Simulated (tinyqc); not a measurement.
# Trench capacitor in an array: capacitance, non-linearity, leakage and relaxation: several studies

A film between two metal electrodes, each interface adding a series capacitance ci. The small-signal permittivity is ek (1 + aq E^2); the field is found with the linear permittivity. Leakage J = J0 sinh(E/Ef). After a voltage step the film passes a relaxation current kr C V tt^(-nr), tt being the time in seconds. The sidewall is a coaxial capacitor with radii a = dm/2 - t and b = dm/2, depth AR dm; the end face is left out.

Values chosen for this exercise; permittivity of the order of that of aluminium oxide:
```
symbol,value,unit,meaning
ek,9.42,,relative permittivity of the film
t,5.9,nm,film thickness
ci,1000,uF/cm^2,capacitance of each electrode interface (dead layer and screening)
aq,0.004,cm^2/MV^2,quadratic field coefficient of the permittivity
V,1.2,V,bias
nr,0.938,,exponent of the relaxation current
kr,0.0013,,strength of the relaxation
J0,1.8e-11,A/cm^2,leakage prefactor
Ef,0.26,MV/cm,field for an e-fold rise of the leakage
dm,37,nm,diameter of the hole
AR,20,,"aspect ratio, depth over diameter"
pt,56,nm,pitch of the square array
rho,1600,uohm cm,resistivity of the inner electrode
t0,1e-7,s,duration of the write pulse
```

Constants: eps0 = 8.8541878128e-14 F/cm where lengths are in cm. Results are converted to the units shown.

Each table varies one quantity; the others keep the values above.

## Capacitance, non-linearity and leakage against thickness

Planar film: Cf = eps0 ek/t, 1/C = 1/Cf + 2/ci, EOT = 3.9 eps0/C, effective permittivity C t/eps0, E = (V/t) C/Cf; quadratic coefficient [C(V)/C - 1]/V^2 with Cf (1 + aq E^2) in C(V).

Results:
```
t (nm),C (uF/cm^2),EOT (nm),effective permittivity,E (MV/cm),quadratic coefficient (ppm/V^2),J (A/cm^2)
2.5,3.3141,1.0419,9.3576,4.7682,62698,8.2955e-4
3.7,2.2441,1.5388,9.3777,3.2287,28821,2.2250e-6
5.5,1.5119,2.2840,9.3915,2.1752,13103,3.8695e-8
12,0.69409,4.9751,9.4069,0.99861,2766.2,4.1888e-10
18,0.46294,7.4591,9.4113,0.66605,1231.1,1.1593e-10
27,0.30872,11.185,9.4142,0.44417,547.68,4.8048e-11
40,0.20843,16.567,9.4161,0.29987,249.69,2.5679e-11
60,0.13897,24.848,9.4174,0.19994,111.02,1.5248e-11
```

Estimate the missing row, t = 8.2 nm.

Computed row:
```
t (nm),C (uF/cm^2),EOT (nm),effective permittivity,E (MV/cm),quadratic coefficient (ppm/V^2),J (A/cm^2)
8.2,1.0151,3.4018,9.4009,1.4604,5912.6,2.4758e-9
```

With this row back in the table: C falls from 3.31 to 0.139 uF/cm^2 while the effective permittivity goes from 9.36 to 9.42 (ek = 9.42). EOT is a straight line in t with slope 3.9/ek = 0.414 and intercept 0.00691 nm. The quadratic coefficient goes as t^(-1.98) between the first two rows and t^(-2.00) between the last two (-2 without interfaces), and J falls by 7.74 decades. For t = 2.5, 3.7 direct tunnelling, left out, would add to the leakage.

## Cell against the film thickness

Per length 1/c = ln(b/a)/(2 pi eps0 ek) + (1/a + 1/b)/(2 pi ci); cell capacitance c AR dm; per footprint over pt^2; fields c V/(2 pi eps0 ek r) at r = a and b; resistance of the inner electrode rho AR dm/(pi a^2); time constant R C/3 of the distributed line.

Cell against the film thickness:
```
t (nm),cell capacitance (fF),per footprint (uF/cm^2),field at a (MV/cm),field at b (MV/cm),R (kohm),R C/3 (ps)
2,3.361,107.2,6.304,5.622,13.84,15.51
2.7,2.443,77.90,4.785,4.086,15.10,12.29
3.6,1.784,56.88,3.704,2.983,16.98,10.09
4.8,1.287,41.02,2.906,2.152,20.08,8.611
6.5,0.8935,28.49,2.304,1.495,26.17,7.795
8.8,0.5994,19.11,1.912,1.003,40.06,8.003
12,0.3701,11.80,1.762,0.6191,89.20,11.01
```

Read the table: what changes, and by how much?

As t goes from 2 to 12, the cell capacitance falls from 3.36 to 0.370 fF, the capacitance per footprint falls from 107 to 11.8 uF/cm^2, the ratio of the two fields rises from 1.12 to 2.85 and R C/3 goes from 15.5 through a minimum of 7.80 (at t = 6.5 among the rows listed) to 11.0 ps; the time constant goes as t^(-0.77) between the first two rows and t^(1.03) between the last two.

## Charge lost after writing

Planar film: Cf = eps0 ek/t, 1/C = 1/Cf + 2/ci, EOT = 3.9 eps0/C, effective permittivity C t/eps0, E = (V/t) C/Cf. A capacitor written for t0 and then left open loses, as a share of C V, kr (tt^(1 - nr) - t0^(1 - nr))/(1 - nr) by relaxation and J tt/(C V) by leakage; both are taken as small, and rows far outside that range are left out.

The same in every row: leakage current (nA/cm^2) = 21.979.

Charge lost after writing:
```
tt (s),relaxation current (nA/cm^2),loss by relaxation (%),loss by leakage (%),total loss (%)
1e-6,9.3378e5,0.11845,1.2993e-6,0.11845
1e-5,1.0771e5,0.25507,1.2993e-5,0.25509
0.0001,12424,0.41266,1.2993e-4,0.41279
0.001,1433.0,0.59443,0.0012993,0.59573
0.01,165.29,0.80410,0.012993,0.81709
0.1,19.065,1.0459,0.12993,1.1759
1,2.1991,1.3249,1.2993,2.6242
```

The two currents are equal at tt = 0.0859 s. The loss by relaxation grows from 0.118 to 1.32 %, by 0.137 points over the first decade and 0.279 over the last, while the loss by leakage grows tenfold a decade. Relaxation is the larger loss in every row. For tt = 1 the falling voltage would already cut the leakage, so the linear estimate overstates the loss.

Computed by the program tinyqc: `OMP_NUM_THREADS=1 python tinyqc.py 2102009 2102010 out.jsonl`, one thread of a shared Intel Xeon 2.30GHz, about 0.01 s for the whole run.
